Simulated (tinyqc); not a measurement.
Band offset from the macroscopic average of a supercell potential: one step. The potential line-up.

Values chosen for the exercise (out of a larger set: gaps near those of Si and SiO2; not measured data): h = 0.25 angstrom (grid step).

macroscopic average (eV): [-11.56231, -11.50270, -11.32697, -11.13156, -11.00511, -10.92205, -10.87124, -10.85997, -10.86531, -10.87194, -10.87804, -10.88401, -10.89000, -10.89601, -10.90201, -10.90793, -10.91409, -10.92226, -10.93363, -10.95436, -10.99006, -11.07064, -11.22062, -11.36101, -11.42490, -11.48659, -11.62082, -11.76156, -11.83070, -11.85364, -11.86117, -11.85934, -11.85430, -11.84727, -11.84002, -11.83296, -11.82519, -11.81130, -11.79055, -11.77723, -11.77910, -11.74994, -11.65526, -11.57714]

Task: Read the macroscopic average in the middle of each region, j = 12 and j = 34, and its slope in A by a central difference over two points each way.

Give: plateau in A; plateau in B; dV = B - A; slope in A.

Result:

plateau in A = -10.890 eV
plateau in B = -11.840 eV
dV = B - A = -0.950 eV
slope in A = -0.024 eV/angstrom

The average is tilted: the interfaces carry opposite charges, and the potential changes by -0.14 eV across A and by as much the other way across B. Reading both regions at their mid-points (to within half a grid step), or extrapolating both lines to one interface, removes the tilt from dV.

tinyqc: `OMP_NUM_THREADS=1 python tinyqc.py 1880028 1880029 out.jsonl`; about 0.01 s, one thread, shared Intel(R) Xeon(R) Processor @ 2.30GHz.
